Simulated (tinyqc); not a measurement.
From results back to parameters: quantum-confined Stark effect in a modulator well. Two cases, with inputs chosen for the exercise.

Problem. The shift of E_e + E_h was computed from a hidden field.

Envelopes on cells of 0.5 angstrom over the well |z| < L/2 and 45 angstrom of barrier on each side, psi = 0 beyond, psi'/m continuous (mean mass between points), c = hbar^2/2m0. The electron sees + e F z and the hole - e F z, each with its offset in the barriers; 1 kV/cm = 1e-5 eV/angstrom. Light holes, band mixing and escape by tunnelling are left out.

Constants: hbar^2/2m0 = 3.80998211 eV angstrom^2.

Find: F; local exponent d ln(shift)/d ln F.

Method. The shift grows steadily in size with F, so bisection finds one value; its slope is -e times the separation of the carriers.

Case 1.

Values chosen (near those of a Ge well in SiGe, direct gap; the results hold for these values, not for the real material):
- L = 70 angstrom (well width)
- Vc = 0.388 eV (conduction offset)
- Vv = 0.112 eV (heavy-hole offset)
- me = 0.0426 m0 (electron, well)
- meb = 0.0554 m0 (electron, barrier)
- mh = 0.211 m0 (heavy hole along z, well)
- mhb = 0.238 m0 (heavy hole, barrier)

shift = -1.721 meV

Solution.

F = 46.0 kV/cm
local exponent d ln(shift)/d ln F = 1.99

Case 2.

Values chosen (near those of a GaAs well in AlGaAs; the results hold for these values, not for the real material):
- L = 116 angstrom (well width)
- Vc = 0.262 eV (conduction offset)
- Vv = 0.131 eV (heavy-hole offset)
- me = 0.0667 m0 (electron, well)
- meb = 0.0929 m0 (electron, barrier)
- mh = 0.363 m0 (heavy hole along z, well)
- mhb = 0.374 m0 (heavy hole, barrier)

shift = -13.059 meV

Solution.

F = 59.0 kV/cm
local exponent d ln(shift)/d ln F = 1.75

Computed by tinyqc, one run a case: `OMP_NUM_THREADS=1 python tinyqc.py N N+1 out.jsonl` with N = 1280397, 1280399; one thread of a shared Intel(R) Xeon(R) Processor @ 2.30GHz, about 0.3 s a run at most.
